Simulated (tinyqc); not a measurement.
Inside a calculation. Model: classical Heisenberg spin chain: exact results, Metropolis, heat-bath and over-relaxation steps, and a Monte Carlo run. Computed by tinyqc, a small Python program that keeps every step. Command: `OMP_NUM_THREADS=1 python tinyqc.py 3130102 3130103 out.jsonl heismc walk`. One thread of a shared host (Intel(R) Xeon(R) Processor @ 2.30GHz), about 0.2 s of CPU time with the checks. Intermediate numbers are printed to about 7 digits and carried at full precision; extremes and crossings named in words are read from the listed rows.

E = -J sum_i s_i . s_(i+1) for unit vectors s_i on an open chain; K = J/(k_B T).

Inputs (values chosen for the exercise, for a model chain of large moments): coupling J = 34 meV; temperature T = 824 K; moment mu = 2.8 mu_B; length N of the open chain = 16; seed = 978436.

Update: heat bath with over-relaxation.

Constants: k_B = 8.617333262e-05 eV/K; mu_B = 5.7883818060e-05 eV/T.

## Exact results

Each bond angle is independent, so u = <s_i . s_(i+1)> = coth K - 1/K, <s_i . s_(i+n)> = u^n, correlation length xi = -1/ln|u|, energy per bond -J u, heat capacity per bond c/k_B = 1 - K^2/sinh^2 K, and for the long chain chi = mu^2 (1 + u)/(3 k_B T (1 - u)) per spin.

K = 0.4788272

u = 0.1572215

xi = 0.5405115 sites

energy per bond = -5.345532 meV

heat capacity = 0.07304424 k_B/bond

chi over the Curie value = 1.373103

chi = 0.002925196 mu_B/T per spin

For |K| << 1, u = K/3 = 0.1596.

## Finite chain

For N spins, <|sum s|^2>/N = (1 + u)/(1 - u) - 2 u (1 - u^N)/(N (1 - u)^2); the long chain has (1 + u)/(1 - u), chi over the Curie value, and the difference is relative to it.

<|sum s|^2>/N = 1.345434

difference from the long chain = -2.015079 %

## Four single-spin steps

four neighbouring spins (rows; components x, y, z):
```
[[0.9238, -0.3651, 0.1155],
 [0.3774, -0.7949, 0.4750],
 [-0.1180, -0.9221, 0.3686],
 [0.2473, -0.9504, -0.1888]]
```

random numbers, one row a step:
```
[[0.7815, 0.4692, 0.0458],
 [0.8491, 0.3556, 0.0535],
 [0.9836, 0.6651, 0.5878],
 [0.2357, 0.8065, 0.0490]]
```

The given spins are first normalised. Spins 2 and 3 are updated in turn, with h = K (sum of the two neighbours). Heat bath: cos(theta) = 1 + ln(1 - r1 (1 - exp(-2 |h|)))/|h| about n = h/|h|, azimuth 2 pi r2 = phi in the frame a = n x z/|n x z|, b = n x a: s = n cos(theta) + sin(theta)(a cos(phi) + b sin(phi)); r1, r2 are the first two numbers of the row. Steps 2 and 4 are reflections, s -> 2 (s . h) h/|h|^2 - s, which keep the energy and use no random number.

Steps:
```
spin        |h|  h . s before  h . s after        move           x           y           z
2     0.7631880     0.7456642   -0.1826938   heat bath   0.7166776   0.6508212  -0.2506091
3     0.5271543     0.0002402    0.0002402  reflection   0.1187944   0.9218252  -0.3689529
2     0.5787973     0.5616841   -0.5436336   heat bath  -0.8376510  -0.2494396   0.4859225
3     0.6558975    -0.6156628   -0.6156628  reflection   0.6902937   0.7225168  -0.0382623
```

## A run and its error bars

From the ordered state (alternating for J < 0), with each spin drawn from exp(h . s), h = K x sum of neighbours, 200 sweeps are discarded and 1600 recorded (even and odd sites in turn, each heat-bath sweep followed by two sweeps of reflections; random numbers not printed, so these rows are one sample). Errors are the scatter of block means over sqrt(number of blocks).

Blocking:
```
block length  mean bond product        error  <|sum s|^2>/N       error
1                     0.1596497  0.003582962       1.350303  0.02525565
4                     0.1596497  0.003553037       1.350303  0.02448901
16                    0.1596497  0.003792074       1.350303  0.02457263
40                    0.1596497  0.002955745       1.350303  0.02581747
80                    0.1596497  0.002859122       1.350303  0.02939267
```

With blocks of 40 the bond product is 0.8 error bars from the exact u = 0.1572, and <|sum s|^2>/N is 0.2 from the exact 1.345. Blocking to 40 changes the two errors by factors 0.8 and 1.0.

Checks made by the program: c against a difference of the energy (relative difference 1e-10).
